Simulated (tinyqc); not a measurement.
Grain-boundary trapping model (Seto) of a polycrystalline semiconductor film: one step, computed by the program tinyqc.

Grains of equal size L are joined by thin boundaries with one trap level. Trapped carriers deplete a width W on each side and raise a barrier, crossed by thermionic emission. Dopants are fully ionised, statistics are non-degenerate and mu_g does not depend on T.

Question. Resistivity and effective mobility. Boundary: sigma_b = L e^2 n_0 exp(-e V_B/k_B T)/sqrt(2 pi m k_B T); rho = 1/sigma_b. Mean carrier density n_av = n_0 [(1 - 2W/L) + (2W/L) (sqrt(pi)/2) erf(y)/y], y = sqrt(e V_B/k_B T); effective mobility 1/(e n_av rho).

Inputs (values chosen for the exercise, modelled on polycrystalline SiGe):
```
quantity            value    unit
effective mass m     0.32     m_0
grain size L          200      nm
doping N          1.4e+16  1/cm^3
temperature T         350       K
```

Grain interior: neglected.

depletion width W = 100 nm

barrier V_B = 0.09382659 V

E_F = -0.4648440 eV

centre density n_0 = 3.828704e+12 1/cm^3

Constants: k_B = 8.617333262e-05 eV/K; m_0 = 9.1093837015e-31 kg; k_B = 1.380649e-23 J/K; e = 1.602176634e-19 C.

Give: boundary resistivity; resistivity rho; mean carrier density; effective mobility.

Answer.

boundary resistivity = 10741 ohm cm

resistivity rho = 10741 ohm cm

mean carrier density = 1.899e+12 1/cm^3

effective mobility = 305.9 cm^2/(V s)
